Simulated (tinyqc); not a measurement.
# Current crowding under a contact, resistor ladder against the transmission-line model, step by step

tinyqc, about 0.01 s, one thread, Intel Xeon 2.30GHz (shared host): `OMP_NUM_THREADS=1 python tinyqc.py 2760144 2760145 out.jsonl` Printed values are rounded.

A metal contact of length d and width W on a thin layer of the same width. The metal has no resistance, the sheet resistance under it equals Rsh, and current enters the layer at the front edge x = 0.

Inputs (values chosen for the exercise):

| symbol | value | unit | meaning |
|---|---|---|---|
| Rsh | 57 | ohm/sq | sheet resistance of the semiconductor layer |
| rc | 2.3e-5 | ohm cm^2 | specific contact resistivity |
| d | 3.1 | um | contact length |
| W | 460 | um | contact width |
| n | 6 |  | cells |
| I | 2 | mA | current |

## Conductances of the ladder

Cut the contact into n cells of length hc = d/n. Neighbouring cell centres are joined by a = W/(Rsh hc), each centre joins the metal (0 V) by g = W hc/rc, and I enters cell 1 through half a cell: -a v_(i-1) + b_i v_i - a v_(i+1) = I for i = 1 and 0 otherwise, b_i = g + 2 a (g + a at both ends). Rc = v_1/I + 1/(2 a).

a = 15.6197 S
g = 0.103333 S

| cell | b_i (S) |
|---|---|
| 1 | 15.7230 |
| 2 | 31.3427 |
| 3 | 31.3427 |
| 4 | 31.3427 |
| 5 | 31.3427 |
| 6 | 15.7230 |

## Voltages and the share of the current

Cut the contact into n cells of length hc = d/n. Neighbouring cell centres are joined by a = W/(Rsh hc), each centre joins the metal (0 V) by g = W hc/rc, and I enters cell 1 through half a cell: -a v_(i-1) + b_i v_i - a v_(i+1) = I for i = 1 and 0 otherwise, b_i = g + 2 a (g + a at both ends). Rc = v_1/I + 1/(2 a). Cell i passes g v_i to the metal.

| cell | v_i (mV) | share of the current (%) |
|---|---|---|
| 1 | 3.41759 | 17.6576 |
| 2 | 3.31216 | 17.1128 |
| 3 | 3.22864 | 16.6813 |
| 4 | 3.16647 | 16.3601 |
| 5 | 3.12526 | 16.1472 |
| 6 | 3.10472 | 16.0410 |

Rc of the ladder = 1.74081 ohm

The first cell passes 17.7 % of the current and the last 16.0 %; an even spread would give 16.7 % each.

## The transmission-line result

Transfer length Lt = sqrt(rc/Rsh); front resistance Rc = (Rsh Lt/W) coth(d/Lt); end resistance Re = (Rsh Lt/W)/sinh(d/Lt). v(x) = I (Rsh Lt/W) cosh((d - x)/Lt)/sinh(d/Lt) at the cell centres x = (i - 1/2) d/n.

Lt = 6.35223 um
Rc = 1.73896 ohm
Re = 1.55062 ohm

| cell | v(x) (mV) |
|---|---|
| 1 | 3.41675 |
| 2 | 3.31129 |
| 3 | 3.22775 |
| 4 | 3.16557 |
| 5 | 3.12434 |
| 6 | 3.10380 |

The ladder's Rc is 0.11 % above this value, with cells 0.081 Lt long.
